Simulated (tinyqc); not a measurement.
Thermal and gravitational stress in a wafer during furnace and rapid thermal processing, and the onset of slip: one step, computed by the program tinyqc.

A thin free disc in plane stress, isotropic; T(r) = T_centre + dT (r/R)^n with n = 2. Stress is positive in tension; sigma_SB = 5.670374419e-8 W/(m^2 K^4), g = 9.80665 m/s^2.

Problem. Thermal stress. With x = r/R: s_rr = alpha E dT (1 - x^n)/(n + 2), s_tt = alpha E dT [1 - (n + 1) x^n]/(n + 2).

Inputs (values chosen for the exercise, modelled on silicon): Young's modulus E = 139 GPa; expansion alpha = 4.14 1e-6/K; edge less centre temperature dT = 7.6 K.

Temperature profile: parabolic.

Give: Temperature and stresses at r/R = 0, 0.3, 0.5, 0.7, 0.8, 0.9, 0.95, 1; hoop stress at the edge; r/R where s_tt = 0.

Solution.

Temperature and stresses at r/R = 0, 0.3, 0.5, 0.7, 0.8, 0.9, 0.95, 1:

| r/R | T - T_centre (K) | s_rr (MPa) | s_tt (MPa) |
|---|---|---|---|
| 0.00 | 0.000 | 1.093 | 1.093 |
| 0.30 | 0.684 | 0.995 | 0.798 |
| 0.50 | 1.900 | 0.820 | 0.273 |
| 0.70 | 3.724 | 0.558 | -0.514 |
| 0.80 | 4.864 | 0.394 | -1.006 |
| 0.90 | 6.156 | 0.208 | -1.564 |
| 0.95 | 6.859 | 0.107 | -1.867 |
| 1.00 | 7.600 | 0.000 | -2.187 |

hoop stress at the edge = -2.186748 MPa

r/R where s_tt = 0 = 0.5774

The hot edge is squeezed; the edge stress is n times that at the centre in size.
